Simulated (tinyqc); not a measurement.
A chain with uneven site energies and dephasing by Buettiker voltage probes: one step of the calculation.

Sites 1 to 5 form a chain with hopping -t. Lead L joins site 1 and lead R site 5, both semi-infinite chains with hopping -t and site energy 0. Every site carries a probe with self-energy -i Gamma_p/2 that draws no net current. Linear response at zero temperature: mu_L = 1, mu_R = 0 in units of the bias.

Task. Green function. Sigma = t^2 g(E), g(x) = (x - i sqrt(4 t^2 - x^2))/(2 t^2) for |x| < 2 t and (x - sign(x) sqrt(x^2 - 4 t^2))/(2 t^2) otherwise; Gamma = -2 Im Sigma; G = (E - H - Sigma_L - Sigma_R + i Gamma_p/2)^(-1).

Parameters, values chosen for the exercise:

| symbol | value | unit | meaning |
|---|---|---|---|
| t | 1 | eV | hopping (matrix element -t) |
| U | [-0.35, 1.14, -0.64, 0.96, -0.79] | eV | site energies 1 to N |
| E | -0.52 | eV | Fermi energy |
| gp | 0.7 | eV | probe broadening Gamma_p |

Wanted: Sigma; Gamma; G.

Result.

Sigma = -0.2600-0.9656i eV
Gamma = 1.931 eV

G (1/eV):

|  | 1 | 2 | 3 | 4 | 5 |
|---|---|---|---|---|---|
| 1 | 0.1746-0.6287i | 0.1571-0.1731i | 0.0257+0.2864i | -0.0600+0.1297i | -0.0690-0.0734i |
| 2 | 0.1571-0.1731i | -0.2419-0.1911i | 0.3745-0.0596i | 0.1761+0.0672i | -0.0904+0.0974i |
| 3 | 0.0257+0.2864i | 0.3745-0.0596i | 0.5751-0.5163i | 0.3758-0.0798i | -0.0468+0.2668i |
| 4 | -0.0600+0.1297i | 0.1761+0.0672i | 0.3758-0.0798i | -0.2491-0.1892i | 0.1893-0.1131i |
| 5 | -0.0690-0.0734i | -0.0904+0.0974i | -0.0468+0.2668i | 0.1893-0.1131i | 0.2875-0.5004i |

Numbers from tinyqc (`OMP_NUM_THREADS=1 python tinyqc.py 2700037 2700038 out.jsonl`; about 0.01 s on one thread of a shared Intel Xeon 2.30GHz).
